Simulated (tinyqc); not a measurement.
Empirical pseudopotential in a few plane waves, step by step. Computed by tinyqc, a small Python program that keeps every step. Settings: plane-wave index or count = 15. Command: `OMP_NUM_THREADS=1 python tinyqc.py 20460 20461 out.jsonl` (the two numbers bound the seeds that draw the settings). One thread of a shared host (Intel(R) Xeon(R) Processor @ 2.60GHz), about 0.2 s of CPU time with the checks.

## Bloch Hamiltonian at k

Parameters chosen for this model: fcc lattice, atoms at +/- a/8 (1,1,1); form factors in rydberg at |G|^2 in units of (2 pi/a)^2:
```
parameter                 value      unit
a                      5.580000  angstrom
VS(3)                 -0.191000        Ry
VS(8)                  0.036000        Ry
VS(11)                 0.056000        Ry
VA(3)                  0.115000        Ry
VA(4)                  0.068000        Ry
VA(11)                 0.002000        Ry
hbar^2/2m (2 pi/a)^2   4.830747        eV
```

k point k (2 pi / a): -0.500000  -0.250000  -0.460000

Basis: the 15 shortest G (labels in 2 pi/a), the same at every k. H(G,G') = c |k + G|^2 delta + VS(|G-G'|^2) cos((G-G').tau) + i VA sin((G-G').tau), tau = a/8 (1,1,1); 1 Ry = 13.605693 eV.

H(k) at k (eV):
```
                     +0+0+0               -1-1-1               -1-1+1               -1+1-1
+0+0+0             2.531794   1.837549+1.106378i  -1.837549+1.106378i  -1.837549+1.106378i
-1-1-1   1.837549-1.106378i            28.714441   0.000000-0.925187i   0.000000-0.925187i
-1-1+1  -1.837549-1.106378i   0.000000+0.925187i            19.825867             0.489805
-1+1-1  -1.837549-1.106378i   0.000000+0.925187i             0.489805            23.883695
-1+1+1  -1.837549+1.106378i            -0.489805   0.000000+0.925187i   0.000000+0.925187i
+1-1-1  -1.837549-1.106378i   0.000000+0.925187i             0.489805             0.489805
+1-1+1  -1.837549+1.106378i            -0.489805   0.000000+0.925187i             0.000000
+1+1-1  -1.837549+1.106378i            -0.489805             0.000000   0.000000+0.925187i
+1+1+1   1.837549+1.106378i             0.000000            -0.489805            -0.489805
-2+0+0   0.000000-0.925187i  -1.837549+1.106378i  -1.837549-1.106378i  -1.837549-1.106378i
+0-2+0   0.000000-0.925187i  -1.837549+1.106378i  -1.837549-1.106378i   0.538758-0.019241i
+0+0-2   0.000000-0.925187i  -1.837549+1.106378i   0.538758-0.019241i  -1.837549-1.106378i
+0+0+2   0.000000+0.925187i  -0.538758-0.019241i   1.837549+1.106378i  -0.538758+0.019241i
+0+2+0   0.000000+0.925187i  -0.538758-0.019241i  -0.538758+0.019241i   1.837549+1.106378i
+2+0+0   0.000000+0.925187i  -0.538758-0.019241i  -0.538758+0.019241i  -0.538758+0.019241i

                     -1+1+1               +1-1-1               +1-1+1               +1+1-1
+0+0+0  -1.837549-1.106378i  -1.837549+1.106378i  -1.837549-1.106378i  -1.837549-1.106378i
-1-1-1            -0.489805   0.000000-0.925187i            -0.489805            -0.489805
-1-1+1   0.000000-0.925187i             0.489805   0.000000-0.925187i             0.000000
-1+1-1   0.000000-0.925187i             0.489805             0.000000   0.000000-0.925187i
-1+1+1            14.995121             0.000000             0.489805             0.489805
+1-1-1             0.000000            19.052948   0.000000-0.925187i   0.000000-0.925187i
+1-1+1             0.489805   0.000000+0.925187i            10.164374             0.489805
+1+1-1             0.489805   0.000000+0.925187i             0.489805            14.222201
+1+1+1   0.000000+0.925187i            -0.489805   0.000000+0.925187i   0.000000+0.925187i
-2+0+0   1.837549-1.106378i   0.538758-0.019241i  -0.538758-0.019241i  -0.538758-0.019241i
+0-2+0  -0.538758-0.019241i  -1.837549-1.106378i   1.837549-1.106378i  -0.538758-0.019241i
+0+0-2  -0.538758-0.019241i  -1.837549-1.106378i  -0.538758-0.019241i   1.837549-1.106378i
+0+0+2  -1.837549+1.106378i  -0.538758+0.019241i  -1.837549+1.106378i   0.538758+0.019241i
+0+2+0  -1.837549+1.106378i  -0.538758+0.019241i   0.538758+0.019241i  -1.837549+1.106378i
+2+0+0   0.538758+0.019241i   1.837549+1.106378i  -1.837549+1.106378i  -1.837549+1.106378i

                     +1+1+1               -2+0+0               +0-2+0               +0+0-2
+0+0+0   1.837549-1.106378i   0.000000+0.925187i   0.000000+0.925187i   0.000000+0.925187i
-1-1-1             0.000000  -1.837549-1.106378i  -1.837549-1.106378i  -1.837549-1.106378i
-1-1+1            -0.489805  -1.837549+1.106378i  -1.837549+1.106378i   0.538758+0.019241i
-1+1-1            -0.489805  -1.837549+1.106378i   0.538758+0.019241i  -1.837549+1.106378i
-1+1+1   0.000000-0.925187i   1.837549+1.106378i  -0.538758+0.019241i  -0.538758+0.019241i
+1-1-1            -0.489805   0.538758+0.019241i  -1.837549+1.106378i  -1.837549+1.106378i
+1-1+1   0.000000-0.925187i  -0.538758+0.019241i   1.837549+1.106378i  -0.538758+0.019241i
+1+1-1   0.000000-0.925187i  -0.538758+0.019241i  -0.538758+0.019241i   1.837549+1.106378i
+1+1+1             5.333627  -0.538758-0.019241i  -0.538758-0.019241i  -0.538758-0.019241i
-2+0+0  -0.538758+0.019241i            31.516274             0.489805             0.489805
+0-2+0  -0.538758+0.019241i             0.489805            26.685528             0.489805
+0+0-2  -0.538758+0.019241i             0.489805             0.489805            30.743355
+0+0+2  -1.837549-1.106378i            -0.489805            -0.489805             0.000000
+0+2+0  -1.837549-1.106378i            -0.489805             0.000000            -0.489805
+2+0+0  -1.837549-1.106378i             0.000000            -0.489805            -0.489805

                     +0+0+2               +0+2+0               +2+0+0
+0+0+0   0.000000-0.925187i   0.000000-0.925187i   0.000000-0.925187i
-1-1-1  -0.538758+0.019241i  -0.538758+0.019241i  -0.538758+0.019241i
-1-1+1   1.837549-1.106378i  -0.538758-0.019241i  -0.538758-0.019241i
-1+1-1  -0.538758-0.019241i   1.837549-1.106378i  -0.538758-0.019241i
-1+1+1  -1.837549-1.106378i  -1.837549-1.106378i   0.538758-0.019241i
+1-1-1  -0.538758-0.019241i  -0.538758-0.019241i   1.837549-1.106378i
+1-1+1  -1.837549-1.106378i   0.538758-0.019241i  -1.837549-1.106378i
+1+1-1   0.538758-0.019241i  -1.837549-1.106378i  -1.837549-1.106378i
+1+1+1  -1.837549+1.106378i  -1.837549+1.106378i  -1.837549+1.106378i
-2+0+0            -0.489805            -0.489805             0.000000
+0-2+0            -0.489805             0.000000            -0.489805
+0+0-2             0.000000            -0.489805            -0.489805
+0+0+2            12.966207             0.489805             0.489805
+0+2+0             0.489805            17.024034             0.489805
+2+0+0             0.489805             0.489805            12.193288
```

## Levels at k

Diagonalise the Hermitian matrix.

eigenvalues (eV): -1.599425  5.058256  8.511236  9.425124  13.493028  14.769820  15.450364  18.839002  19.460702  20.149823  23.187078  27.334450  29.458525  31.610233  34.704540

## Bands along a path

The same steps at evenly spaced points between the labelled ones.

Bands along the path (eV), lowest eight:
```
k            band 1     band 2     band 3     band 4     band 5     band 6     band 7     band 8
L         -1.314499   4.410502   9.560759   9.560759  12.629860  14.967020  14.967020  18.366152
L-G 0.33  -2.062157   5.677997   9.592151   9.592151  12.796859  15.155506  15.155506  18.683586
L-G 0.67  -2.810715   8.153495   9.952312   9.952312  13.411086  15.254755  15.254755  15.848195
G         -3.093712  10.220101  10.220101  10.220101  12.930156  14.751739  14.751739  14.751739
G-X 0.33  -2.715587   8.332585   9.392884   9.392884  13.504805  14.706728  16.299058  16.299058
G-X 0.67  -1.704257   6.017755   8.403586   8.403586  12.190890  12.891109  19.346532  19.346532
X         -0.685880   4.658595   8.174047   8.174047  11.805940  12.060502  22.947046  22.947046
```

With 4 band(s) filled, the highest filled level on these points lies at G and the lowest empty one at X: a gap of 1.5858 eV, indirect. This holds for the small fixed basis; with all plane waves up to |k + G|^2 = 21 (2 pi/a)^2 the gap along the path is 1.62 eV.

## Convergence with the number of plane waves

Levels at G counted from the fourth one.

Levels (eV):
```
plane waves     level 1   level 5   level 8
9            -15.412259  1.850374  2.277319
15           -13.313813  2.710055  4.531639
27           -12.529952  2.768042  4.712437
51           -12.409153  2.756763  4.734476
59           -12.390075  2.784898  4.559258
65           -12.393722  2.783806  4.538695
89           -12.384199  2.781467  4.548989
```
